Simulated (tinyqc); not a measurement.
Peak gain against injection: optical gain and spontaneous emission in a bulk direct-gap semiconductor.

Parabolic bands, vertical transitions, no excitons. For each hole band j: mr = me mj/(me + mj); joint density of states J_j(E) = (mr/c)^(3/2) sqrt(E - Eg)/(2 pi^2), both spins, c = hbar^2/2m0; averaged matrix element |e.p|^2 = m0 Ep/6; alpha_j(E) = 4 pi^2 alpha_f c Ep J_j/(3 nr E) in 1/angstrom (alpha_f the fine-structure constant, listed as alpha among the constants), times 1e8 for 1/cm.

F_j(eta) = (1/Gamma(j + 1)) integral_0^infinity x^j dx/(1 + exp(x - eta)), which tends to exp(eta) for eta << 0.

Quasi-Fermi levels: n = Nc F_1/2(Fc/kT) and p = Nv F_1/2(Fv/kT), Fc counted up from the conduction edge and Fv down from the valence edge; Nc, Nv from N = 2 (m kB T/(4 pi c))^(3/2) with c = hbar^2/2m0, in 1/angstrom^3; times 1e24 for 1/cm^3, with me and (mhh^(3/2) + mlh^(3/2))^(2/3).

For band j the electron sits at Ee = (E - Eg) mr/me above its edge and the hole at Eh = (E - Eg) mr/mj; fe = 1/(1 + exp((Ee - Fc)/kT)), fh = 1/(1 + exp((Eh - Fv)/kT)); gain g = sum_j alpha_j (fe + fh - 1).

Spontaneous rate: R = integral of (nr E/(hbar c))^2/(pi^2 hbar) sum_j alpha_j fe fh dE, with alpha in 1/cm and (nr E/(hbar c))^2 in 1/cm^2 (1e16 per 1/angstrom^2); B = R/(n p); lifetime n/R.

Constants: hbar^2/2m0 = 3.80998211 eV angstrom^2; fine-structure constant alpha = 0.007297352564; kB = 8.617333262e-05 eV/K; hbar = 6.58211957e-16 eV s; hbar c = 1973.269805 eV angstrom.

Values chosen for the exercise (near those of InGaAs; shifted at random, so the results belong to these values and not to a real crystal): Eg = 0.766 eV (direct gap); me = 0.0412 m0 (electron mass); mhh = 0.444 m0 (heavy-hole mass); mlh = 0.0517 m0 (light-hole mass); Ep = 23.9 eV (Kane energy); nr = 3.52 (refractive index); T = 350 K.

The peak is the largest g over E; a dash marks no gain.

Gain:

| n (1/cm^3) | Fc (eV) | Fv (eV) | peak gain (1/cm) | peak E - Eg (eV) | B (cm^3/s) |
|---|---|---|---|---|---|
| 4.5e+17 | 0.0338 | -0.0922 | - | - | 1.18e-10 |
| 7.1e+17 | 0.0574 | -0.0782 | - | - | 1.12e-10 |
| 1.0e+18 | 0.0785 | -0.0675 | 27 | 0.0038 | 1.06e-10 |
| 1.2e+18 | 0.0913 | -0.0618 | 114 | 0.0107 | 1.03e-10 |
| 2.1e+18 | 0.1396 | -0.0439 | 570 | 0.0388 | 9.05e-11 |
| 2.7e+18 | 0.1670 | -0.0357 | 846 | 0.0547 | 8.46e-11 |
| 3.6e+18 | 0.2042 | -0.0261 | 1208 | 0.0746 | 7.78e-11 |

Give the missing row, n (1/cm^3) = 1.6e+18.

Computed row:
```
n (1/cm^3)  Fc (eV)  Fv (eV)  peak gain (1/cm)  peak E - Eg (eV)  B (cm^3/s)
1.6e+18      0.1142  -0.0527               318            0.0238    9.66e-11
```

transparency density (Fc + Fv = 0) = 8.92e+17 1/cm^3

Gain starts at 8.92e+17 1/cm^3, where Fc = -Fv = 0.0711 eV: with Nv/Nc = 37 the electrons must be degenerate before the holes are. The slope of peak gain against n is 4.33e-16 cm^2 between the first two rows with gain and 4.02e-16 between the last two; the peak moves from 0.0038 to 0.0746 eV above the gap as the bands fill, and B falls by a factor 1.51. Line broadening and gap shrinkage are left out.

tinyqc: `OMP_NUM_THREADS=1 python tinyqc.py 1650028 1650029 out.jsonl`; about 0.08 s, one thread, shared Intel(R) Xeon(R) Processor @ 2.30GHz.
